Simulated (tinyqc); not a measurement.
Comparisons within one model: double quantum well by finite differences. A value that a table varies takes the place of the one given here.

Finite differences on points z_i at the centres of cells of width h: H_ii = (c/h^2)(1/m_(i-1/2) + 1/m_(i+1/2)) + V_i, H_(i,i+1) = -(c/h^2)/m_(i+1/2), where m_(i+1/2) is the mean of the masses at the two points (the end values are repeated outwards), psi = 0 on the points beyond both ends, c = hbar^2/2m0. The field adds e F (z - z0) with z0 the middle of the structure; 1 kV/cm = 1e-5 eV/angstrom.

Constants: hbar^2/2m0 = 3.80998211 eV angstrom^2.

Values chosen for the exercise (near those of a non-polar GaN well in AlGaN; shifted at random, so the results belong to these values and not to a real crystal): layers = ((21, 0.24, 0.219), (21, 0, 0.196), (14, 0.24, 0.219), (14, 0, 0.196), (21, 0.24, 0.219)) (each layer: thickness in angstrom, band edge in eV, mass in m0); hf = 0.4375 angstrom (cell width of the fine grid); Fs = (0, 33.3, 66.7, 100, 133, 167, 200) kV/cm (fields); F = 94 kV/cm (field along z); ws = (1.75, 3.5, 5.25, 7, 10.5, 14, 21) angstrom (widths of the middle barrier).

## Stark shift

Fine grid. Perturbation theory: dE1 = e F z_11 - beta (e F)^2 with beta = sum_j z_1j^2/(E_j - E_1) over the 13 next levels at zero field, z from z0.

Levels against field:
```
F (kV/cm)  E1 (eV)  E2 (eV)  dE1 (meV)  second order (meV)  <z - z0> (angstrom)  E2 - E1 (meV)
0           0.1050   0.1746       0.00                0.00                 -8.3           69.6
33.3        0.1020   0.1784      -3.01               -3.03                 -9.7           76.4
66.7        0.0985   0.1824      -6.46               -6.61                -10.9           83.9
100         0.0948   0.1866     -10.23              -10.71                -11.8           91.8
133         0.0908   0.1908     -14.23              -15.30                -12.5          100.1
167         0.0864   0.1952     -18.58              -20.57                -13.1          108.8
200         0.0820   0.1995     -22.99              -26.22                -13.6          117.5
```

z_11 = -8.31 angstrom
beta = 2400 angstrom^2/eV

The state sits -8.3 angstrom off the middle at zero field, so the shift starts linearly in F. At 200 kV/cm E1 has moved by -22.99 meV, where second order gives -26.22 meV; the two first part by more than 10 % at 167 kV/cm. The electron moves by -5.3 angstrom, against the rise of the potential. From 133 kV/cm on E2 lies above the lowest point of the outer barrier, so it is a resonance or a state of the finite grid, held or pushed up by its ends. E2 - E1 grows with the field; the ends are 69.6 and 117.5 meV.

## Order of mass and momentum

Fine grid. Hermitian kinetic operators m^a p m^b p m^a with 2a + b = -1: H_ii = (c/h^2) m_i^(2a) (m_(i-1/2)^b + m_(i+1/2)^b) + V_i, H_(i,i+1) = -(c/h^2) m_i^a m_(i+1)^a m_(i+1/2)^b; BenDaniel-Duke is a = 0. The halved form has H_ii = 2c/(h^2 m_i) + V_i and H_(i,i+1) = -(c/2h^2)(1/m_i + 1/m_(i+1)). The shifts are measured against BenDaniel-Duke; the last column repeats E1 with cells of hf/4.

Levels (eV):
```
operator                            E1      E2  E1 - E1(BDD) (meV)  E1 at hf/4
BenDaniel-Duke                  0.0955  0.1858                 0.0      0.0955
(1/m) p^2 + p^2 (1/m), halved   0.0962  0.1869                 0.7      0.0762
m^(-1/2) p^2 m^(-1/2)           0.1024  0.1953                 7.0      0.1025
m^(-1/4) p m^(-1/2) p m^(-1/4)  0.0989  0.1906                 3.5      0.0990
one mass, the smallest          0.0988  0.1931                 3.3      0.0988
```

The three forms m^a p m^b p m^a span 7.0 meV in E1, 8 % of E2 - E1; they differ only at the mass steps (largest to smallest mass 1.12), where m^a psi is the continuous quantity. Dropping the mass step altogether moves E1 by +3.3 meV. Refining the grid moves the halved form by -19.9 meV, against at most 0.09 meV for the other three: at an abrupt step it has no limit as the grid is refined.

## Middle barrier of the double well

Fine grid, zero field, the third layer set to each width in turn. kappa = sqrt(m (V - E)/c) in that layer at the mean of E1 and E2 of the last row.

Splitting:
```
width (angstrom)  E1 (eV)  E2 (eV)  E2 - E1 (meV)  ln(E2 - E1)
1.75               0.0742   0.2267         152.52        5.027
3.50               0.0817   0.2159         134.23        4.900
5.25               0.0878   0.2062         118.47        4.775
7.00               0.0927   0.1977         105.00        4.654
10.50              0.1001   0.1842          84.06        4.432
14.00              0.1050   0.1746          69.60        4.243
21.00              0.1101   0.1639          53.76        3.985
```

kappa = 0.0769 1/angstrom

The splitting falls from 152.5 to 53.76 meV; the last slope of its logarithm is -0.0369 per angstrom, far from -kappa = -0.0769: the wells differ in width, so E2 - E1 levels off at the detuning of the two single-well levels.

tinyqc: `OMP_NUM_THREADS=1 python tinyqc.py 1251037 1251038 out.jsonl`; about 0.02 s, one thread, shared Intel(R) Xeon(R) Processor @ 2.30GHz.
